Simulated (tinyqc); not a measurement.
# Tunnelling through a gate dielectric, WKB transmission and Tsu-Esaki current: effect of the thickness t1 at fixed voltage

Electrons leave the emitter at x = 0. Energies E (motion across the layers) are in eV from the emitter Fermi level; the collector Fermi level lies at -V and offers states at every E. No charge in the dielectric and no image force: F1 = V/t1, U = phi1 - F1 x. With C = hbar^2/(2 m0), kappa = sqrt(m (U - E)/C) where U > E and 0 elsewhere; T(E) = exp(-S), S = 2 times the integral of kappa over x.

Each layer adds (2/F) sqrt(m/C) [G(u at its left edge) - G(u at its right edge)] to S, with u = U - E (0 where negative) and G(u) = (2/3) u^1.5. J = J0 times the integral of T(E) N(E) dE, N = ln[(1 + exp(-E/Vt))/(1 + exp((-E - V)/Vt))], J0 = q^2 me m0 kB T/(2 pi^2 hbar^3) (times 1e-4 for A/cm^2 per eV), from E = -Ef to far above the barrier (T = 1 there), by quadrature converged to the digits shown.

Values chosen for this exercise; dielectric values close to those of silicon dioxide: temperature T = 200 K; Fermi energy of the emitter above its band bottom Ef = 0.37 eV; emitter mass in the supply function me = 1 m0; barrier of layer 1 above the emitter Fermi level at zero bias phi1 = 3.08 eV; tunnelling mass of layer 1 m1 = 0.48 m0; voltage across the dielectric V = 1.2 V.

Constants: q = 1.602176634e-19 C, kB = 1.380649e-23 J/K, hbar = 1.054571817e-34 J s, m0 = 9.1093837015e-31 kg, Vt = kB T/q, hbar^2/(2 m0) = 0.0380998212 eV nm^2. Results are converted to the units shown.

Result of one run:

| S at E = 0 | T(E = 0) | J (A/cm^2) | mean E of the current (eV) |
|---|---|---|---|
| 23.53 | 6.039e-11 | 0.02356 | -0.2041 |

Which thickness of layer 1 t1 gave this result: 1.7, 2.11, 2.94, 3.36 or 4.19 nm?

t1 = 2.11 nm.

The whole series:

| t1 (nm) | S at E = 0 | T(E = 0) | J (A/cm^2) | mean E of the current (eV) |
|---|---|---|---|---|
| 1.7 | 18.96 | 5.843e-9 | 2.754 | -0.2126 |
| 2.11 | 23.53 | 6.039e-11 | 0.02356 | -0.2041 |
| 2.53 | 28.21 | 5.583e-13 | 1.809e-4 | -0.1953 |
| 2.94 | 32.79 | 5.770e-15 | 1.571e-6 | -0.1866 |
| 3.36 | 37.47 | 5.334e-17 | 1.226e-8 | -0.1776 |
| 3.77 | 42.04 | 5.513e-19 | 1.082e-10 | -0.1689 |
| 4.19 | 46.73 | 5.096e-21 | 8.582e-13 | -0.1601 |
| 4.6 | 51.30 | 5.267e-23 | 7.696e-15 | -0.1516 |

J falls from 2.75 to 7.70e-15 A/cm^2: 5.04 decades a nanometre between the first two rows and 4.99 between the last two. The exponent S alone gives dS/dt/ln 10 = 4.84 and 4.84.

tinyqc, about 0.02 s, one thread, Intel Xeon 2.30GHz (shared host): `OMP_NUM_THREADS=1 python tinyqc.py 2540146 2540147 out.jsonl`
